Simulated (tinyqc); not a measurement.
Capacitance of parallel on-chip lines from Laplace's equation on a mesh: one step of the calculation.

Cross-section of an endless row of equal lines between two grounded planes; neighbours are driven in antiphase (+1 V and -1 V), so the plane midway between two lines is at 0 V. By symmetry one quarter is solved: x runs from the centre of a line (column 0, mirror) to that midplane (column 4, 0 V), y from the mid-height of the line (row 0, mirror) to the ground plane (row 4, 0 V). The line fills columns 0 to 2 and rows 0 to 2 at 1 V. Cells beside the line (below row 2) have e2, cells above have e1. Each link between nodes has the conductance g = mean permittivity of the two cells beside it (a cell beyond a mirror counts as 0), and the free nodes obey sum g (V_neighbour - V) = 0.

Task. Relaxation sweep. One sweep visits the free nodes row by row from row 0, left to right, and replaces V by V + om (weighted mean of the neighbours - V), using new values at once.

Parameters, values chosen for the exercise:
- om = 1 (over-relaxation factor)

V after sweep 1 (V):
```
	col 0	col 1	col 2	col 3	col 4
row 0	1.0000000	1.0000000	1.0000000	0.2500000	0.0000000
row 1	1.0000000	1.0000000	1.0000000	0.3125000	0.0000000
row 2	1.0000000	1.0000000	1.0000000	0.3476562	0.0000000
row 3	0.2500000	0.3125000	0.3281250	0.1689453	0.0000000
row 4	0.0000000	0.0000000	0.0000000	0.0000000	0.0000000
```

gx:
```
	col 0	col 1	col 2	col 3
row 0	3.5	3.5	3.5	3.5
row 1	7	7	7	7
row 2	5.6	5.6	5.6	5.6
row 3	4.2	4.2	4.2	4.2
row 4	2.1	2.1	2.1	2.1
```

gy:
```
	col 0	col 1	col 2	col 3	col 4
row 0	3.5	7	7	7	3.5
row 1	3.5	7	7	7	3.5
row 2	2.1	4.2	4.2	4.2	2.1
row 3	2.1	4.2	4.2	4.2	2.1
```

Give: V after sweep 2.

Result.

V after sweep 2 (V):
```
	col 0	col 1	col 2	col 3	col 4
row 0	1.0000	1.0000	1.0000	0.4062	0.0000
row 1	1.0000	1.0000	1.0000	0.4385	0.0000
row 2	1.0000	1.0000	1.0000	0.4187	0.0000
row 3	0.4062	0.4336	0.4006	0.2048	0.0000
row 4	0.0000	0.0000	0.0000	0.0000	0.0000
```

Numbers from tinyqc (`OMP_NUM_THREADS=1 python tinyqc.py 2790120 2790121 out.jsonl`; about 0.6 s on one thread of a shared Intel Xeon 2.30GHz).
